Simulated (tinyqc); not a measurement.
From results back to parameters: standing waves and exposure in a photoresist film. Two cases, with inputs chosen for the exercise.

Problem. Bleaching of a resist on an index-matched plate: T(0) = T12 exp(-(A + B) d), T(end) = T12 exp(-B d), T12 = 1 - ((n1 - 1)/(n1 + 1))^2, and the first slope dT/dD = T(0) C A T12 (1 - exp(-(A + B) d))/(A + B). Here d = dT and D is the dose; A, B and C are hidden.

Case 1.

Values chosen (out of a larger set: a resist on Si, indices near tabulated ones; not measured data): n1 = 1.721 (resist index); dT = 1.195 micrometre (resist thickness on an index-matched plate).

T(0) = 0.517705
T(end) = 0.825060
dT/dD = 0.0023772 cm^2/mJ

Case 2.

Values chosen (out of a larger set: a resist on W, indices near tabulated ones; not measured data): n1 = 1.685 (resist index); dT = 0.101 micrometre (resist thickness on an index-matched plate).

T(0) = 0.868462
T(end) = 0.876392
dT/dD = 0.00017076 cm^2/mJ

Find: A; B; C.

Solution. A = ln(T(end)/T(0))/d, B = ln(T12/T(end))/d, and the slope then gives C.

Case 1.

A = 0.39 1/micrometre
B = 0.10 1/micrometre
C = 0.014 cm^2/mJ

Case 2.

A = 0.09 1/micrometre
B = 0.64 1/micrometre
C = 0.024 cm^2/mJ

Computed by tinyqc, one run a case: `OMP_NUM_THREADS=1 python tinyqc.py N N+1 out.jsonl` with N = 1681102, 1681125; one thread of a shared Intel(R) Xeon(R) Processor @ 2.30GHz, about 0.01 s a run at most.
